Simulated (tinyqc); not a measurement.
Inside a calculation. Model: equation-of-state fits to an energy-volume table made by a known binding curve. Computed by tinyqc, a small Python program that keeps every step. Command: `OMP_NUM_THREADS=1 python tinyqc.py 3019412 3019413 out.jsonl eosfit walk`. One thread of a shared host (Intel(R) Xeon(R) Processor @ 2.30GHz), about 0.03 s of CPU time with the checks. Intermediate numbers are printed to about 5 digits and carried at full precision; extremes and crossings named in words are read from the listed rows.

With x = (V/V_0)^(1/3), the energy per atom is E = D [m x^-n - n x^-m]/(n - m), so that B0 = D n m/(9 V_0) and B' = (n + m + 6)/3. B' = dB/dP at P = 0.

Inputs (values chosen for the exercise, for a model crystal):
```
quantity                                  value             unit
cohesive energy D                          1.41          eV/atom
true volume V_0                            38.5  angstrom^3/atom
repulsive exponent n                          9                -
attractive exponent m                         1                -
half-width of the volume window w          0.08                -
shift of the window centre s              0.024                -
points N                                      7                -
compression V/V_0 for the pressure test     0.7                -
noise amplitude                          0.0033              meV
```

Binding curve: Mie. Noise: added.

Constants: 1 eV/angstrom^3 = 160.2176634 GPa.

## Exact values of the curve

B0 and B' from the formulas above; P = -dE/dV at V = c V_0 (c the compression chosen), from the curve itself.

exact B0 = 5.8677 GPa

exact B' = 5.3333

exact pressure at c V_0 = 5.6242 GPa

## Energy-volume table

numbers xi_j, drawn evenly from -1 to 1: -0.1245  0.7420  0.9048  0.6959  -0.9757  -0.4161  -0.2736

Table: V_j = V_0 [1 + s + w (2 j/(N - 1) - 1)], j = 0..N-1, rounded to 0.001; E_j from the curve plus the noise amplitude times the listed numbers xi_j (xi_0 first), rounded to 1e-7 eV.

Table:
```
V (angstrom^3)      E (eV)
36.344          -1.4075023
37.371          -1.4093519
38.397          -1.4099919
39.424          -1.4096114
40.451          -1.4083716
41.477          -1.4063966
42.504          -1.4038046
```

## Birch-Murnaghan fit

Third-order Birch-Murnaghan is a cubic in u = V^(-2/3): fit it by linear least squares, find the minimum, and take B0 = V E''(V), B' = -1 - V E'''/E'' there.

fitted E0 = -1.4100 eV

fitted V0 = 38.502 angstrom^3

fitted B0 = 5.8603 GPa

fitted B' = 5.2407

root-mean-square residual = 0.0011417 meV

Against the exact curve V0 is off by +0.006 %, B0 by -0.13 % and B' by -1.7 %.

## Errors of the Birch-Murnaghan fit

Errors are fitted minus exact, relative; the pressure at c V_0 uses P = (3 B0/2) (x^7 - x^5) [1 + (3/4)(B' - 4)(x^2 - 1)], x = (V0/V)^(1/3) with the fitted values.

error of B0 = -0.12654 %

error of B' = -1.7376 %

fitted pressure at c V_0 = 5.3455 GPa

error of that pressure = -4.9553 %

## Vinet fit by Gauss-Newton steps

Vinet: E = E0 + (9 B0 V0/h^2) {1 + [h (1 - x) - 1] exp(h (1 - x))}, P = 3 B0 (1 - x) x^-2 exp(h (1 - x)), x = (V/V0)^(1/3), h = (3/2)(B' - 1). Gauss-Newton steps on (E0, V0, B0, B'): solve J d = r by least squares, r the residuals and J their derivatives (central differences, relative step 1e-5); start from the parabola fit in V with B' = 4; stop when all relative changes are below 1e-7.

Iterations:
```
step  E0 (eV)  V0 (angstrom^3)  B0 (GPa)      B'  rms residual (meV)
0     -1.4099           38.649    5.1758  4.0000             0.37646
1     -1.4100           38.485    5.8404  5.3219             0.02258
2     -1.4100           38.503    5.8643  5.1950             0.00147
3     -1.4100           38.503    5.8646  5.1958             0.00146
4     -1.4100           38.503    5.8646  5.1958             0.00146
5     -1.4100           38.503    5.8646  5.1958             0.00146
```

B0, Vinet = 5.8646 GPa

B', Vinet = 5.1958

## Five forms on the same table

Murnaghan: E = E0 + (B0 V/B') [(V0/V)^B'/(B' - 1) + 1] - B0 V0/(B' - 1), P = (B0/B') [(V0/V)^B' - 1]. Birch-Murnaghan: E = E0 + (9 V0 B0/16) [y^3 B' + y^2 (2 - 4 y)], y = (V0/V)^(2/3) - 1; P = (3 B0/2) (x^7 - x^5) [1 + (3/4)(B' - 4)(x^2 - 1)], x = (V0/V)^(1/3). All are least-squares fits to the energies; for polynomials in V, B0 = V E'' and B' = -1 - V E'''/E'' at the minimum.

Fitted values:
```
form             V0 (angstrom^3)  B0 (GPa)       B'  P at c V_0 (GPa)
exact                     38.500    5.8677   5.3333            5.6242
parabola in V             38.649    5.1758  -1.0000                 -
cubic in V                38.517    5.9151   4.4322                 -
Murnaghan                 38.500    5.8467   5.3773            6.3137
Birch-Murnaghan           38.502    5.8603   5.2407            5.3455
Vinet                     38.503    5.8646   5.1958            5.0675
```

In B0 the Vinet form comes closest (-0.05 %) and the parabola in V form misses most (-11.79 %). A parabola in V has no third derivative, so its B' is -1 by construction. At c V_0, beyond the window, the pressure errors are Murnaghan +12.3 %, Birch-Murnaghan -5.0 %, Vinet -9.9 %; Murnaghan keeps B linear in P and so runs too stiff under compression.

## The width of the window

The table is made anew for each w.

Errors (%):
```
w     B0, parabola  B0, cubic  B0, Murnaghan  B0, Birch-Murnaghan  B0, Vinet  B', Birch-Murnaghan
0.03       -14.153     -3.650         -3.075               -3.155     -3.188              -24.356
0.05       -13.372     -0.914         -0.671               -0.697     -0.707               -5.503
0.08       -11.791      0.808         -0.357               -0.127     -0.052               -1.738
0.12        -8.569      3.559         -0.650                0.120      0.364               -0.768
0.16        -3.908      7.480         -1.174                0.326      0.809               -0.357
0.22         6.229     16.211         -2.199                0.707      1.677                0.187
```

The Birch-Murnaghan error of B0 is smallest among these at w = 0.12 (0.120 % in size); it is 3.155 % at the narrowest and 0.707 % at the widest. A narrow window magnifies the noise, since the energy range shrinks as w^2, and a wide one exposes the form. At the widest window the errors of B0 are +6.2 % for the parabola and +16.2 % for the cubic in V.

Checks made by the program: nonlinear Birch-Murnaghan fit against the linear one (relative difference 2e-10).
